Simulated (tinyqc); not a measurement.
Inside a calculation. Model: free and trapped electrons in a MOS channel with a dense trap tail.

Program tinyqc, `OMP_NUM_THREADS=1 python tinyqc.py 2222020 2222021 out.jsonl`; Intel Xeon 2.30GHz, shared host, one thread, about 0.02 s. Printed values are rounded.

p-type body, charge-sheet picture, full ionisation (an idealisation for deep acceptors), Boltzmann statistics for free electrons. e = Ec - EF at the surface. Acceptor-like traps of density D(E) = D0 + De exp(-E/Ew) at depth E below Ec, from 0 to Eu, hold n_t = integral of D(E)/(1 + exp((e - E)/Vt)). psi = Eg - Vt ln(Nv/Na) - e; N_dep = sqrt(2 eps0 eps_r Na (psi - Vt)/q); n_f = sqrt(N_dep^2 + 2 eps0 eps_r Vt Nc exp(-e/Vt)/q) - N_dep; Vg = Vfb + psi + q (N_dep + n_t + n_f)/Cox, Cox = eps0 eox/tox.

Values chosen for this exercise; band and dielectric values close to those of 4H silicon carbide:
- T = 475 K (temperature)
- Eg = 3.29 eV (band gap)
- eps_r = 9.78 (relative permittivity)
- Nc = 3.43e19 cm^-3 (conduction-band density of states at T)
- Nv = 4.9e19 cm^-3 (valence-band density of states at T)
- eox = 3.9 (relative permittivity of the insulator)
- tox = 40 nm (insulator thickness)
- Na = 3.1e16 cm^-3 (acceptor density)
- Vfb = -2.2 V (flat-band voltage without trapped charge)
- D0 = 1.2e11 cm^-2 eV^-1 (constant background density of acceptor-like traps)
- De = 3.6e13 cm^-2 eV^-1 (density of the tail at the conduction edge)
- Ew = 0.1 eV (decay energy of the tail)
- Eu = 0.96 eV (depth below Ec down to which the traps reach)
- mf = 65 cm^2/(V s) (mobility of free electrons)
- e = 0.151 eV (Ec - EF at the surface)

Constants: q = 1.602176634e-19 C, kB = 1.380649e-23 J/K, Vt = kB T/q, eps0 = 8.8541878128e-14 F/cm where lengths are in cm. Results are converted to the units shown.

## Trapped charge

Trapezoid rule on 16 equal steps from 0 to Eu, f = 1/(1 + exp((e - E)/Vt)).

```
point  E (eV)  D(E) f (cm^-2 eV^-1)
0           0            8.80859e11
1        0.06            1.94177e12
2        0.12            3.49963e12
3        0.18            4.06781e12
4        0.24            3.04022e12
5         0.3            1.86342e12
6        0.36            1.09701e12
7        0.42            6.58919e11
8        0.48            4.16136e11
9        0.54            2.82576e11
10        0.6            2.09231e11
11       0.66            1.68973e11
12       0.72            1.46877e11
13       0.78            1.34750e11
14       0.84            1.28095e11
15        0.9            1.24443e11
16       0.96            1.22438e11
```

n_t = 1.09689e12 cm^-2

With 1600 steps n_t = 1.101e12 cm^-2; the coarse value is 0.33 % below it.

## Charges and gate voltage

psi, N_dep, n_f and Vg as defined, with the n_t given; free share n_f/(n_f + n_t); apparent mobility mf n_f/(n_f + n_t); gate voltage spent on traps q n_t/Cox.

psi = 2.83751 V
N_dep = 9.68050e11 cm^-2
n_f = 1.79329e11 cm^-2
Vg = 4.80267 V
free share = 14.0516 %
apparent mobility = 9.13352 cm^2/(V s)
gate voltage spent on traps = 2.03573 V
